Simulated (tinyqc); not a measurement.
Channel direction: nanosheet or nanowire with hard walls, valleys of the Ge type.

Four ellipsoidal valleys along <111>: inverse mass tensor w = 1/mt + (1/ml - 1/mt) a a^T with a the unit axis. Device axes: x along the channel, z = [001], y = z x x. The Gamma and Delta valleys are left out; the heavy Delta valleys, about 0.18 eV up, lie lowest once the L levels pass about 0.2 eV.

Hard walls around a W x H rectangle. The block w_c of w in (y, z) confines; the transport mass follows from 1/m_x = w_xx - w_xc w_c^-1 w_cx. The cross-section problem c (w_yy ky^2 + 2 w_yz ky kz + w_zz kz^2), c = hbar^2/2m0, is solved in products sin(n pi y/W) sin(l pi z/H), n, l = 1 to 12; if w_yz = 0 the levels are c pi^2 (w_yy n^2/W^2 + w_zz l^2/H^2). The w_yz term couples (n, l) to (n', l') by -2 c w_yz D_nn'(W) D_ll'(H) with D_nm(L) = 4 n m/(L (n^2 - m^2)) for n + m odd and 0 otherwise.

Without degeneracy the line density is N1 exp((EF - Ec)/kB T) with N1 = sum 2 g sqrt(m_x kB T/(4 pi c)) exp(-E/kB T), here over n, l up to 80 where w_yz = 0 and over all levels of a 12 x 12 sine basis otherwise; the classical value is W H Nc with Nc = 2 g_all (m_dos kB T/(4 pi c))^(3/2), m_dos = (ml mt^2)^(1/3); dVt = kB T ln(W H Nc/N1).

Constants: hbar^2/2m0 = 3.80998211 eV angstrom^2; kB = 8.617333262e-05 eV/K.

Inputs chosen for the exercise (near those of Ge; not measured data):
```
symbol  value  unit      meaning
ml      1.603  m0        longitudinal mass
mt      0.082  m0        transverse mass
T       77     K         temperature
g_all   4                number of valleys
W       45     angstrom  width, along y
H       72     angstrom  height, along z = [001]
```

The same rectangle along [100] and [110]; groups ordered by w_zz, then w_yy.

Cases:
```
"channel, group"
[100] A
[110] A
[110] B
```

Rank the cases by E (eV), lowest first.

Answer: [110] A, [100] A, [110] B.

Lowest level of each group:
```
"channel, group",valleys g,w_yy,w_zz,|w_yz|,m_x (m0),E (eV)
[100] A,4,8.338,8.338,3.857,0.589,0.2074
[110] A,2,4.481,8.338,5.455,0.082,0.1117
[110] B,2,12.195,8.338,0.000,1.096,0.2869
```

The lowest subband has m_x = 0.589 m0 and 4 valleys along [100], and 0.082 m0 and 2 valleys along [110]; its edge lies at 0.2074 and 0.1117 eV. At equal energy above the edge the carriers of the [110] channel are faster by a factor 2.68.

(tinyqc, `OMP_NUM_THREADS=1 python tinyqc.py 1252736 1252737 out.jsonl`, Intel(R) Xeon(R) Processor @ 2.30GHz, 1 thread, shared host, about 0.1 s.)
